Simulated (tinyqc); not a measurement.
Complex band structure along [001] in sp3s* tight binding: one step. The px, py block. Three cases, with inputs chosen for the exercise.

Task: For px and py the determinant gives (E - Epa)(E - Epc) = Vxx^2 cos^2(phi) + Vxy^2 sin^2(phi). With phi = i kappa a/4 this is sinh^2(kappa a/4) = ((E - Epa)(E - Epc) - Vxx^2)/(Vxx^2 - Vxy^2), E = Ev + dE. Parameters in the order Esa, Epa, Esc, Epc, Exa, Exc, Vss, Vxx, Vxy, Vsapc, Vscpa, Vxapc, Vpaxc.

For k = (0, 0, kz) the phase sums are g0 = cos(phi) and g3 = i sin(phi), phi = kz a/4, and the s, pz, s* orbitals of anion (a) and cation (c) decouple from px, py. With z = exp(i phi), H(z) = H0 + z T + T^T/z for any complex z. H0 is diagonal (Esa, Epa, Exa, Esc, Epc, Exc). The anion-cation block is B(z) = z U + W/z and the cation-anion block z W^T + U^T/z, where U has Vss/2 (s,s), Vsapc/2 (s,z), -Vscpa/2 (z,s), Vxx/2 (z,z), Vxapc/2 (s*,z), -Vpaxc/2 (z,s*), and W has the same values with the s-z and s*-z signs reversed. |z| = 1 is a band state, |z| < 1 decays along [001] as exp(-kappa d) over a distance d, kappa = -(4/a) ln|z|. No spin-orbit coupling.

Give: sinh^2(kappa a/4); kappa of the heavy-hole branch.

Case 1.

Values chosen (out of a larger set: near a published set for GaSb, fitted to gaps, whose masses and valley positions are rough (light masses up to twice too heavy); not measured data): p = (-7.39, 0.847, -3.935, 2.894, 6.603, 6.032, -6.094, 1.58, 4.104, 4.943, 4.692, 4.976, 4.213) eV (order Esa, Epa, Esc, Epc, Exa, Exc, Vss, Vxx, Vxy, Vsapc, Vscpa, Vxapc, Vpaxc); dE = 0.45 eV (E - Ev); a = 6.1 angstrom (lattice constant).

Ev = -0.012039 eV

Result:

sinh^2(kappa a/4) = 0.10398
kappa of the heavy-hole branch = 0.2079 1/angstrom

This branch decays faster than the slowest root of the s-pz block (0.0459), by a factor 4.53 in kappa.

Case 2.

Values chosen (out of a larger set: near a published set for InAs, fitted to gaps, whose masses and valley positions are rough (light masses up to twice too heavy); not measured data): p = (-9.586, 0.904, -2.73, 3.721, 7.395, 6.69, -5.639, 1.849, 4.439, 3.056, 5.445, 3.395, 3.94) eV (order Esa, Epa, Esc, Epc, Exa, Exc, Vss, Vxx, Vxy, Vsapc, Vscpa, Vxapc, Vpaxc); dE = 0.28 eV (E - Ev); a = 6.06 angstrom (lattice constant).

Ev = -0.011865 eV

Result:

sinh^2(kappa a/4) = 0.07511
kappa of the heavy-hole branch = 0.1787 1/angstrom

This branch decays faster than the slowest root of the s-pz block (0.0298), by a factor 5.99 in kappa.

Case 3.

Values chosen (out of a larger set: near a published set for GaSb, fitted to gaps, whose masses and valley positions are rough (light masses up to twice too heavy); not measured data): p = (-7.312, 0.853, -3.924, 2.899, 6.674, 6.033, -6.223, 1.586, 4.166, 4.956, 4.615, 5.035, 4.228) eV (order Esa, Epa, Esc, Epc, Exa, Exc, Vss, Vxx, Vxy, Vsapc, Vscpa, Vxapc, Vpaxc); dE = 0.18 eV (E - Ev); a = 6.101 angstrom (lattice constant).

Ev = -0.011306 eV

Result:

sinh^2(kappa a/4) = 0.04360
kappa of the heavy-hole branch = 0.1359 1/angstrom

This branch decays faster than the slowest root of the s-pz block (0.0473), by a factor 2.87 in kappa.

Computed by tinyqc, one run a case: `OMP_NUM_THREADS=1 python tinyqc.py N N+1 out.jsonl` with N = 1451586, 1451654, 1451693; one thread of a shared Intel(R) Xeon(R) Processor @ 2.30GHz, about 0.01 s a run at most.
